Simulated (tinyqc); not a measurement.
Film, cylinder and sphere at the same misfit: thermal stress, cracking, delamination and buckling of a thin film; Griffith cracks and misfitting inclusions. Computed by tinyqc, a small Python program. Command: `OMP_NUM_THREADS=1 python tinyqc.py 3023398 3023399 out.jsonl filmcrack walk`. One thread of a shared host (Intel(R) Xeon(R) Processor @ 2.30GHz), about 0.01 s of CPU time with the checks.

Isotropic linear elasticity; the substrate is much thicker than the film; stress is positive in tension.

Inputs (values chosen for the exercise, for a model film):

| quantity | value | unit |
|---|---|---|
| film Young's modulus E | 382 | GPa |
| film Poisson ratio nu | 0.28 | - |
| film expansion alpha_f | 3.86 | 1e-6/K |
| substrate expansion alpha_s | 3.2 | 1e-6/K |
| deposition temperature T_d | 1275 | K |
| final temperature T | 300 | K |
| intrinsic stress | -1000 | MPa |
| film thickness h | 3.8 | micrometre |
| substrate Young's modulus E_s | 143 | GPa |
| substrate Poisson ratio nu_s | 0.26 | - |

Method. Thermal strain = (alpha_f - alpha_s)(T_d - T); stress = E/(1 - nu) x strain + intrinsic stress; plane-strain modulus Ebar = E/(1 - nu^2); G0 = stress^2 h/(2 Ebar) is the energy freed per area when a long strip loses its stress across its width. Thermal misfit e alone, mean stress = trace/3 and largest difference of principal stresses inside. Film: E e/(1 - nu) in two directions, 0 in the third. Cylinder: s0 = (1 + nu) e/[(1 + nu)(1 - 2 nu)/E + (1 + nu_s)/E_s] twice and s_zz = E e + 2 nu s0. Sphere: e/[(1 - 2 nu)/E + (1 + nu_s)/(2 E_s)] three times.

thermal strain = 6.43500e-04

Stresses inside (MPa):

| shape | s1 | s2 | s3 | mean | largest difference |
|---|---|---|---|---|---|
| film | 341.41 | 341.41 | 0.00 | 227.61 | 341.41 |
| cylinder | 80.08 | 80.08 | 290.66 | 150.28 | 210.58 |
| sphere | 115.79 | 115.79 | 115.79 | 115.79 | 0.00 |

What does the comparison show, and why?

The mean stress in size is 228 MPa in the film, 150 in the cylinder and 116 in the sphere, while the largest difference, twice the largest shear stress, goes from 341 through 211 to 0. In a ductile solid shear can relax by slip and hydrostatic stress cannot.

Extremes, crossings and ranges named in words are read from the listed rows.
